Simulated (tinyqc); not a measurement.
Thin-film transistor with exponential tail and deep states, accumulation layer: one step of the calculation.

An undoped film in accumulation, thicker than the space-charge layer. With band bending psi the Fermi level lies E0 - psi below the band edge. Free electrons n = n0 exp(psi/Vt) carry the current; electrons in two exponential distributions of traps, a = a0 exp(psi/Va) and d = d0 exp(psi/Vp), do not. Linear regime, ohmic contacts, traps in equilibrium.

Problem. Surface potential by Newton steps. Va = kB Tt/q, Vp = kB Td/q. G(psi) = sum over the three kinds of c0 [V (exp(psi/V) - 1) - psi], field F = sqrt(2 q G/(eps0 eps_r)); Vg = psi + eps0 eps_r F/Ci at the surface. f = psi + eps0 eps_r F/Ci - Vg, f' = 1 + q rho/(Ci F) with rho = sum c0 (exp(psi/V) - 1); psi(new) = psi - f/f'.

Parameters, values chosen for the exercise; values close to those of amorphous indium gallium zinc oxide:
- T = 270 K (temperature)
- eps_r = 10 (relative permittivity of the semiconductor)
- Tt = 360 K (characteristic temperature of the tail)
- Td = 1490 K (characteristic temperature of the deep states)
- Ci = 60 nF/cm^2 (gate capacitance)
- Vg = 7.4 V (gate voltage above flat band)

Constants: q = 1.602176634e-19 C, kB = 1.380649e-23 J/K, Vt = kB T/q, eps0 = 8.8541878128e-14 F/cm where lengths are in cm. Results are converted to the units shown.

psi after iteration 1 = 0.66958076 V
n0 = 2.5779157e6 cm^-3
a0 = 9.8023083e9 cm^-3
d0 = 3.8109257e14 cm^-3

Give: F; f; f'; psi after iteration 2.

Solution.

F = 576.0 kV/cm
f = 1.769 V
f' = 146.4
psi after iteration 2 = 0.6575 V

tinyqc, about 0.03 s, one thread, Intel Xeon 2.30GHz (shared host): `OMP_NUM_THREADS=1 python tinyqc.py 2610109 2610110 out.jsonl`
